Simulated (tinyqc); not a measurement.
Two electrons on one impurity (helium-like model): one step. Unequal orbitals. Three cases, with inputs chosen for the exercise.

Task: Evaluate the integrals and E.

Units Ha* = 2 Ry m/eps^2 and a* = a0 eps/m. One electron is bound by Z^2/2. Two electrons in the singlet built from exp(-a r) and exp(-b r): S = 8 (ab)^(3/2)/(a + b)^3, h_aa = a^2/2 - Z a, h_bb alike, h_ab = S (ab/2 - Z (a + b)/2), J = ab (a^2 + 3ab + b^2)/(a + b)^3, K = 20 (ab)^3/(a + b)^5, E = (h_aa + h_bb + 2 S h_ab + J + K)/(1 + S^2). For a = b this is a^2 - 2 Z a + 5a/8. Real double donors are deeper, since the central cell is left out.

Case 1.

Values chosen (out of a larger set: near those of impurities in cubic GaN; not measured data): Z = 2 (effective charge (1: D- centre, 2: double donor; other values mimic a central cell)); ab = (2.22, 1.07) 1/a* (trial exponents a, b).

Case 2.

Values chosen (out of a larger set: near those of impurities in cubic GaN; not measured data): Z = 2.8 (effective charge (1: D- centre, 2: double donor; other values mimic a central cell)); ab = (3.25, 1.73) 1/a* (trial exponents a, b).

Case 3.

Values chosen (out of a larger set: near those of impurities in InP; not measured data): Z = 1.4 (effective charge (1: D- centre, 2: double donor; other values mimic a central cell)); ab = (1.43, 0.79) 1/a* (trial exponents a, b).

Give: S, h_aa, h_bb, h_ab, J, K; E.

Result:

Case 1.

S, h_aa, h_bb, h_ab, J, K: 0.82245  -1.97580  -1.56755  -1.72903  0.88045  0.69544

E = -2.87012 Ha*

This lies 0.0225 Ha* below the best equal-orbital value -(Z - 5/16)^2.

Case 2.

S, h_aa, h_bb, h_ab, J, K: 0.86357  -3.81875  -3.34755  -3.59309  1.38498  1.16057

E = -6.20164 Ha*

This lies 0.0140 Ha* below the best equal-orbital value -(Z - 5/16)^2.

Case 3.

S, h_aa, h_bb, h_ab, J, K: 0.87796  -0.97955  -0.79395  -0.86844  0.62552  0.53475

E = -1.20743 Ha*

This lies 0.0248 Ha* below the best equal-orbital value -(Z - 5/16)^2.

Computed by tinyqc, one run a case: `OMP_NUM_THREADS=1 python tinyqc.py N N+1 out.jsonl` with N = 1282443, 1282535, 1282604; one thread of a shared Intel(R) Xeon(R) Processor @ 2.30GHz, about 0.05 s a run at most.
